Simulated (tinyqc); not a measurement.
# Input admittance of a MOSFET at zero drain bias: distributed channel and distributed gate: effect of the gate overdrive

Source and drain grounded, strong inversion, w = 2 pi f, Cox = eps0 eox/tox. The channel is an RC line of resistance 1/(mu Cox Vo) per square fed from both ends, so one finger has the intrinsic admittance y = i w Cox L tanh(g)/g per width, g = (1/2) sqrt(i w tau), tau = L^2/(mu Vo). The vertical resistance rv/L is in series with y, the overlaps 2 i w Cov in parallel: y_t = 1/(1/y + rv/L) + 2 i w Cov. The gate strip is a line of Rsh/L per length loaded by y_t, so a finger has Y = y_t Wf tanh(k)/k, k = (Wf/sd) sqrt(y_t Rsh/L); the device has Nf Y.

Low-frequency limits, with c = Cox L and ct = c + 2 Cov: R_strip = Rsh Wf/(3 sd^2 L Nf), R_ch = (c/ct)^2 L/(12 mu Cox Vo Wf Nf), R_vert = (c/ct)^2 rv/(L Wf Nf), C = ct Wf Nf. Z = 1/(Nf Y) = R + 1/(i w C), Q = |Im Z|/R, far-point signal |1/cosh k|.

Parameters, values chosen for the exercise; values of the order met in silicon radio-frequency transistors:
- eox = 3.9 (relative permittivity of the gate insulator (close to silicon dioxide))
- tox = 3 nm (insulator thickness)
- L = 0.11 um (channel length)
- Wf = 20 um (finger width)
- Nf = 64 (number of fingers)
- mu = 300 cm^2/(V s) (channel mobility)
- Rsh = 4.4 ohm/square (sheet resistance of the gate)
- rv = 0 ohm um^2 (vertical resistivity of the gate stack)
- sd = 1 (number of ends at which a finger is contacted)
- Cov = 0.16 fF/um (overlap and fringe capacitance on each side)
- f = 8.3 GHz (frequency)

Constants: eps0 = 8.8541878128e-14 F/cm where lengths are in cm. Results are converted to the units shown.

Effect of the gate overdrive:
```
Vo (V)     w tau     |k|  R (ohm)  low-frequency R (ohm)  C (fF)       Q  signal at the far point
0.2      0.10517  1.1504   4.1848                 4.2327  1955.5  2.3432                  0.87607
0.35    0.060097  1.1504   4.1575                 4.2044  1955.5  2.3586                  0.87748
0.5     0.042068  1.1504   4.1466                 4.1931  1955.4  2.3649                  0.87805
0.65    0.032360  1.1504   4.1407                 4.1870  1955.4  2.3682                  0.87835
0.8     0.026293  1.1504   4.1370                 4.1832  1955.4  2.3703                  0.87854
0.95    0.022141  1.1504   4.1345                 4.1806  1955.4  2.3718                  0.87867
1.1     0.019122  1.1504   4.1327                 4.1787  1955.4  2.3728                  0.87877
1.25    0.016827  1.1504   4.1313                 4.1772  1955.4  2.3736                  0.87884
```

As Vo goes from 0.2 to 1.25, R falls from 4.18 to 4.13 ohm, C stays near 1960 fF and Q rises from 2.34 to 2.37. Only the channel term depends on Vo.

Numbers from tinyqc (`OMP_NUM_THREADS=1 python tinyqc.py 2262234 2262235 out.jsonl`; about 0.01 s on one thread of a shared Intel Xeon 2.30GHz).
